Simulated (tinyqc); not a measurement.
Inside a calculation. Model: self-heating of a transistor with one or more fingers, with temperature-dependent conductivity. Computed by tinyqc, a small Python program that keeps every step. Command: `OMP_NUM_THREADS=1 python tinyqc.py 3016473 3016474 out.jsonl selfheat walk`. One thread of a shared host (Intel(R) Xeon(R) Processor @ 2.30GHz), about 0.08 s of CPU time with the checks. Intermediate numbers are printed to about 7 digits and carried at full precision; extremes and crossings named in words are read from the listed rows.

N long parallel fingers lie on the top face of a slab whose bottom is held at T_0; the top is otherwise insulated, and heat flows in two dimensions. P in W/mm is 1000 P in W/m.

Inputs (values chosen for the exercise, modelled on indium phosphide): conductivity at the base temperature kappa_0 = 60.4 W/(m K); exponent m in kappa ~ T^-m = 1.42; base temperature T_0 = 323 K; power per gate width P = 0.4 W/mm; fingers N = 1; finger pitch s = 22 micrometre; width of the heat source w = 1.8 micrometre; substrate thickness t = 180 micrometre; phonon free path Lambda = 93 nm; heat capacity C = 1.5 1e6 J/(m^3 K); pulse length = 1.2 microsecond.

Power: fixed power.

## Geometry factors

A line source of power P on the top face raises the top at distance x by (P/(pi kappa_0)) g(x), g(x) = -ln tanh(pi x/(4 t)) (the image sum for the slab). On a strip of width w the centre sees the mean of g over the strip, g_0 = 1 + ln(8 t/(pi w)) for w much below t.

own factor g_0 = 6.539882

g(j s), j = 1..7: [2.346544, 1.662513, 1.271988, 1.004706, 0.806952, 0.654461, 0.533988]

## Linear temperature rise of each finger

theta_i = (P/(pi kappa_0)) [g_0 + sum over j != i of g(|i - j| s)], with equal powers and constant conductivity; thermal resistance = largest theta/P.

theta of each finger (K): [13.78615]

largest theta = 13.78615 K

thermal resistance = 34.46538 K mm/W

## Correction for the falling conductivity

Kirchhoff transformation for kappa = kappa_0 (T/T_0)^-m: T = T_0 [1 - (m - 1) theta/T_0]^(-1/(m - 1)), where theta is the linear rise. The bracket vanishes at the power P T_0/((m - 1) theta).

peak temperature = 337.2151 K

true rise = 14.21513 K

true rise / linear rise = 1.031117

power at which the formula diverges = 22.31363 W/mm

The falling conductivity adds 3.1 % to the rise.

## Extra rise from ballistic phonons

Near a source smaller than the free path, Fourier's law overstates the flow. Rough estimate: a strip that emits phonons into a half space adds a resistance times area of 4 Lambda/(3 kappa_0), from the ballistic flux C v Delta T/4 with kappa_0 = C v Lambda/3, so Delta T_b = 4 Lambda P/(3 kappa_0 w); Knudsen number Lambda/w.

Knudsen number = 0.05166667

ballistic rise Delta T_b = 0.4562178 K

Delta T_b / largest theta = 0.03309247

By this estimate the ballistic term is at most a fifth of the Fourier rise.

## Rise at the end of a pulse

After switching on, theta(tau) = (P D/kappa_0) int_0^tau X(u) Z(u) du at the hottest finger, D = kappa_0/C; X = sum over fingers at distance x of [erf((x + w/2)/r) - erf((x - w/2)/r)]/(2 w), Z = sum_(j=-200..200) (-1)^j exp(-(2 j t/r)^2)/sqrt(pi D u), r = 2 sqrt(D u); trapezoid rule on 300 points evenly spaced in ln u from u_0 = 1e-3 min(tau, w^2/D) to tau, plus the exact piece 2 sqrt(u_0/(pi D))/w below u_0. Conductivity and power are held at their base values here, and Fourier's law is used even where the diffusion length is near a phonon free path.

diffusivity D = 40.26667 micrometre^2/microsecond

diffusion length sqrt(D tau) = 6.951259 micrometre

linear rise after the pulse = 7.2716 K

share of the steady rise = 0.5275

## Rise against time

The formulas are those given above.

Heating curve:
```
time (microsecond)  sqrt(D time) (micrometre)  rise (K)  share of the steady rise
8.00e-04                            0.1794807   0.74511                   0.05405
0.008                               0.5675679    2.1909                    0.1589
0.08                                 1.794807    4.4377                    0.3219
0.8                                  5.675679     6.845                    0.4965
8                                    17.94807      9.27                    0.6724
40                                   40.13311    10.966                    0.7954
160                                  80.26622    12.425                    0.9013
480                                  139.0252    13.423                    0.9736
1200                                 219.8181    13.758                     0.998
```

Half the steady rise is reached between 0.80 and 8.0 microseconds, and the last row holds 99.8 % of it; the slowest time constant is 4 t^2/(pi^2 D) = 326 microseconds. While the diffusion length lies between w and the pitch or thickness, the rise grows as the logarithm of time.

Checks made by the program: g(s) against the alternating image sum (relative difference 5e-07); Kirchhoff integral of kappa/kappa_0 from T_0 to T (relative difference below 1e-10); long-time limit against the steady rise (relative difference 1e-05).
